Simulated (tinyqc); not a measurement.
Pillar capacitor in an array: capacitance, non-linearity, leakage and relaxation: one step of the calculation.

A film between two metal electrodes, each interface adding a series capacitance ci. The small-signal permittivity is ek (1 + aq E^2); the field is found with the linear permittivity. Leakage J = J0 sinh(E/Ef). After a voltage step the film passes a relaxation current kr C V tt^(-nr), tt being the time in seconds. The sidewall is a coaxial capacitor with radii a = dm/2 and b = dm/2 + t, depth AR dm; the end face is left out.

Question. Planar capacitance, field and non-linearity. Planar film: Cf = eps0 ek/t, 1/C = 1/Cf + 2/ci, EOT = 3.9 eps0/C, effective permittivity C t/eps0, E = (V/t) C/Cf; quadratic coefficient [C(V)/C - 1]/V^2 with Cf (1 + aq E^2) in C(V).

Inputs (values chosen for the exercise); permittivity of the order of that of strontium titanate:
- ek = 148 (relative permittivity of the film)
- t = 23 nm (film thickness)
- ci = 220 uF/cm^2 (capacitance of each electrode interface (dead layer and screening))
- aq = -0.068 cm^2/MV^2 (quadratic field coefficient of the permittivity)
- V = 2 V (bias)
- J0 = 1.4e-11 A/cm^2 (leakage prefactor)
- Ef = 0.49 MV/cm (field for an e-fold rise of the leakage)

Constants: eps0 = 8.8541878128e-14 F/cm where lengths are in cm. Results are converted to the units shown.

Wanted: Cf; C; EOT; effective permittivity; E; quadratic coefficient; J.

Answer.

Cf = 5.6975 uF/cm^2
C = 5.4169 uF/cm^2
EOT = 0.63747 nm
effective permittivity = 140.71
E = 0.82674 MV/cm
quadratic coefficient = -11073 ppm/V^2
J = 3.6536e-11 A/cm^2

The interfaces take 4.92 % of the voltage.

Program tinyqc, `OMP_NUM_THREADS=1 python tinyqc.py 2102082 2102083 out.jsonl`; Intel Xeon 2.30GHz, shared host, one thread, about 0.01 s.
